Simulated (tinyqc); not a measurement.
Worked calculation: interdiffusion of a quantum well during annealing: blurred potential and shift of the confined levels. Computed by tinyqc, a small Python program that keeps every step. Command: `OMP_NUM_THREADS=1 python tinyqc.py 3024532 3024533 out.jsonl qwi walk`. One thread of a shared host (Intel(R) Xeon(R) Processor @ 2.30GHz), about 0.06 s of CPU time with the checks. Intermediate numbers are printed to about 6 digits and carried at full precision; extremes and crossings named in words are read from the listed rows.

A square well of width w is blurred by Fick diffusion with a constant coefficient; band offsets are linear in composition, masses are uniform, and strain and excitons are ignored.

Inputs (values chosen for the exercise, modelled on GaAs in AlGaAs):

| quantity | value | unit |
|---|---|---|
| well width w | 9.1 | nm |
| electron mass m_e | 0.067 | m_0 |
| hole mass m_h | 0.37 | m_0 |
| conduction offset V_c | 0.28 | eV |
| valence offset V_v | 0.14 | eV |
| prefactor D0 | 16 | cm^2/s |
| activation energy E | 3.73 | eV |
| anneal temperature T | 870 | C |
| anneal time t | 110 | s |

Constants: k_B = 8.617333262e-05 eV/K; hbar^2/(2 m_0) = 3.80998212 eV angstrom^2.

## Diffusion length

D = D0 exp(-E/(k_B T)); L = sqrt(D t); share of well material at the centre erf(w/(4L)); 1 nm = 1e-7 cm. Temperatures in kelvin are T(C) + 273.15.

diffusivity D = 5.75119e-16 cm^2/s

diffusion length L = 2.51522 nm

ratio L/w = 0.276397

share at the centre = 0.799155

## Levels before the anneal

Square well, ground state: take the lowest root of k tan(k w/2) = kappa, k^2 = E/c, kappa^2 = (V - E)/c, c = hbar^2/(2m) with hbar^2/(2 m_0) in eV angstrom^2.

electron level before the anneal = 38.8416 meV

hole level before the anneal = 8.65941 meV

Caution: the well mass is used in the barriers too; a heavier barrier mass would lower these levels.

## Levels after the anneal

With L = sqrt(D t) and the share at the centre erf(w/(4L)). After the anneal: V(z) = V {1 - (1/2)[erf((w/2 - z)/(2L)) + erf((w/2 + z)/(2L))]}, energies counted from the original well bottom. Finite differences on 3000 points over |z| < w/2 + 6L + 25 nm; shifts are taken against the same grid with cell-averaged square steps. Rise of the bottom = V (1 - share at the centre). Overlap = |<electron|hole>|^2.

shift of the electron level = 66.47 meV

shift of the hole level = 34.745 meV

blue shift of the transition = 101.215 meV

rise of the gap at the centre = 84.3547 meV

overlap = 0.9611

The centre has taken up barrier material, which carries much of the shift.

## Shift against diffusion length

First-order estimate for small L: the shift is 2 L^2 V |d(psi^2)/dz| at an edge, with psi the normalised square-well state: psi^2 = cos^2(k z)/(w/2 + 1/kappa) inside, so |d(psi^2)/dz| = k sin(k w)/(w/2 + 1/kappa).

Shifts (meV):

| L/w | L (nm) | share at the centre | electron | hole | sum | first-order sum |
|---|---|---|---|---|---|---|
| 0.02 | 0.182 | 1 | 0.515 | 0.215 | 0.73 | 0.789106 |
| 0.04 | 0.364 | 1 | 1.956 | 0.802 | 2.758 | 3.15642 |
| 0.07 | 0.637 | 1.000000 | 5.663 | 2.325 | 7.988 | 9.66655 |
| 0.1 | 0.91 | 0.999593 | 11.154 | 4.713 | 15.867 | 19.7276 |
| 0.15 | 1.365 | 0.981578 | 24.078 | 11.011 | 35.09 | 44.3872 |
| 0.2 | 1.82 | 0.922900 | 40.401 | 19.861 | 60.262 | 78.9106 |
| 0.3 | 2.73 | 0.761407 | 74.002 | 39.093 | 113.095 | 177.549 |
| 0.45 | 4.095 | 0.567942 | 112.642 | 61.316 | 173.958 | 399.485 |
| 0.7 | 6.37 | 0.386495 | 150.384 | 82.625 | 233.009 | 966.655 |
| 1 | 9.1 | 0.276326 | 174.455 | 95.94 | 270.395 | 1972.76 |

The sum grows as L^1.92 between the first rows (L^2, linear in time, in first order) and as L^0.42 between the last, as it bends towards the limit V_c + V_v less the original levels, 372.5 meV. The first-order form is off by +8 % in the first row and +24 % at L/w = 0.1; it needs L well below the decay length 1/kappa. At L/w = 0.2 the electron level has moved by the larger share of its offset (14.2 % for the hole, 14.4 % for the electron).

Checks made by the program: finite differences against the square-well equation (relative difference 1e-06).
